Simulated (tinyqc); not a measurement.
Tunnel rates from the two plateau currents.

Problem. With only the 0-1 transition of a spin-degenerate level in the bias window, I = 2 q G_in G_out/(2 G_in + G_out). Find GL and GR.

Constants: q = 1.602176634e-19 C. Results are converted to the units shown.

sizes of the plateau currents for electrons entering from the left and from the right (pA): 118.77791  171.71154

Answer. q/I(left) = 1/GR + 1/(2 GL) and q/I(right) = 1/GL + 1/(2 GR) are linear in 1/GL and 1/GR.

GL = 2.900 1/ns
GR = 0.8500 1/ns

Program tinyqc, `OMP_NUM_THREADS=1 python tinyqc.py 2780024 2780025 out.jsonl`; Intel Xeon 2.30GHz, shared host, one thread, about 0.01 s.
